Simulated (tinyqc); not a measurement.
From results back to parameters: smearing for a one-band metal on the fcc lattice. Two cases, with inputs chosen for the exercise.

Problem. With Gaussian smearing, f = erfc(x)/2, s = exp(-x^2)/(2 sqrt(pi)), x = (E_k - mu)/sigma and free energy F = E - sigma S, small widths give F(sigma) = E0 - D sigma^2/4, where D is the density of states at the Fermi level (both spins, per cell). F at two widths was computed from hidden E0 and D.

Case 1.

Values chosen: s1 = 0.124 eV; s2 = 0.248 eV.
F(s1) = -2.7165971 eV
F(s2) = -2.7318886 eV

Case 2.

Values chosen: s1 = 0.038 eV; s2 = 0.076 eV.
F(s1) = -0.6462628 eV
F(s2) = -0.6473512 eV

Find: D; E0.

Solution. D = 4 (F(s1) - F(s2))/(s2^2 - s1^2); E0 = F(s1) + D s1^2/4.

Case 1.

D = 1.326 1/eV
E0 = -2.7115 eV

Case 2.

D = 1.005 1/eV
E0 = -0.6459 eV

Computed by tinyqc, one run a case: `OMP_NUM_THREADS=1 python tinyqc.py N N+1 out.jsonl` with N = 1650818, 1650826; one thread of a shared Intel(R) Xeon(R) Processor @ 2.30GHz, about 0.3 s a run at most.
